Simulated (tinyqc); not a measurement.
Inside a calculation: plasmons of a degenerate electron gas in the random-phase approximation. Values are carried at full precision from step to step, so a last printed digit may differ when a step is redone from the rounded ones.

Zero temperature, parabolic band: kF = (3 pi^2 n)^(1/3), EF = c kF^2/m, Ep^2 = 8 pi c e2 n/(m eb), qTF^2 = 6 pi e2 n/(eb EF), c = hbar^2/2m0, e2 = e^2/(4 pi eps0), n in 1/angstrom^3 (1e-24 per 1/cm^3).

Constants: hbar^2/2m0 = 3.80998211 eV angstrom^2; e^2/(4 pi eps0) = 14.39964547 eV angstrom; a0 (Bohr radius) = 0.5291772105 angstrom.

Parameters, chosen for this exercise (mass and background constant near those of InP; polar phonons, which mix with the plasmon in the real crystal, and the rise of the mass with filling are left out; the results hold for these values, not for the real material): n = 5.8e+18 1/cm^3 (electron density); m = 0.079 m0 (mass); eb = 9.53 (background dielectric constant); q = 0.0781 1/angstrom (wave vector); E = 163 meV (energy transfer); qp = 0.0192 1/angstrom (wave vector of the plasmon).

## Scales of the gas

Also rs = (3/(4 pi n))^(1/3) m/(a0 eb).

kF = 0.055584 1/angstrom
EF = 149.00 meV
Ep = 103.07 meV
qTF = 0.033296 1/angstrom
hbar vF = 5.3614 eV angstrom
rs = 0.541

Ep/EF = 0.692. With rs below 1 the random-phase approximation is within its range.

## The dielectric function at one point

Lindhard function: eps(q, E)/eb = 1 + (qTF/q)^2 (f1 + i f2) with z = q/(2 kF), u = E/(hbar vF q), hbar vF = 2 c kF/m; f1 = 1/2 + [h(z - u) + h(z + u)]/(8 z), h(x) = (1 - x^2) ln|(x + 1)/(x - 1)|; f2 = pi u/2 for z + u < 1, (pi/(8 z))(1 - (z - u)^2) for |z - u| < 1 < z + u, else 0. Pairs exist for c (q^2 - 2 q kF)/m < E < c (q^2 + 2 q kF)/m.

E in eV is E/1000. Give also the loss function Im(-eb/eps).

z, u: [0.7025, 0.3893]

f1, f2: [0.4972, 0.5041]

eps/eb = 1.090+0.092i
loss function = 0.077

The point lies inside the pair continuum, so eps has an imaginary part.

## The plasmon at one wave vector

Solve f1 (qTF/q)^2 = -1 above the continuum, and compare with E^2 = Ep^2 + (3/5)(hbar vF q)^2 + (c q^2/m)^2.

top of the continuum = 120.7 meV
plasmon energy = 135.4 meV
short formula = 131.5 meV

The plasmon lies 14.65 meV above the continuum and 31.3 % above Ep; the short formula errs by -2.84 %.

## Where Landau damping starts

Find qc at which the plasmon meets the top of the continuum, eps(qc, c (qc^2 + 2 qc kF)/m) = 0, and compare with Ep/(hbar vF).

qc = 0.02455 1/angstrom
qc/kF = 0.442
energy there = 160.7 meV
Ep/(hbar vF) = 0.01922 1/angstrom

The simple estimate is 0.783 times qc.

## Checks

- F-sum of the loss function at q = 1.3 qc over (pi/2) Ep^2 against 1: both 1.00.
- f1 at E = 0 and z = 0.6 against the static Lindhard function: both 0.86968.

(tinyqc, `OMP_NUM_THREADS=1 python tinyqc.py 1682302 1682303 out.jsonl`, Intel(R) Xeon(R) Processor @ 2.30GHz, 1 thread, shared host, about 0.01 s.)
